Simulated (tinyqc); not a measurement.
Virtual-crystal alloy in the empirical-pseudopotential method: one step. Levels in the small basis. The numbers come from values chosen for the exercise (classic local form factors of the size used for Si (A) and Ge (B), which place X and L only to a few tenths of an eV).

H in this small basis (eV), lower triangle:
```
             000      -200    -1+1+1   -1-1-1   -1+1-1   -1-1+1
000      4.87036
-200           0   4.87036
-1+1+1  -2.12588   2.12588   9.74072
-1-1-1   2.12588  -2.12588  -0.30572  9.74072
-1+1-1  -2.12588  -2.12588         0        0  9.74072
-1-1+1  -2.12588  -2.12588         0        0  0.30572  9.74072
```

Problem. Diagonalise; the gap between the fourth and fifth level is a first estimate of the direct gap at X.

Give: levels (absolute scale of H); gap.

Solution.

levels (absolute scale of H) (eV): 2.481  2.481  9.435  9.435  12.436  12.436

gap = 3.001 eV

The full basis gives 3.800 eV for this gap.

Run: tinyqc, `OMP_NUM_THREADS=1 python tinyqc.py 1081369 1081370 out.jsonl`; Intel(R) Xeon(R) Processor @ 2.30GHz, one thread, shared host; about 0.2 s of CPU time with all checks.
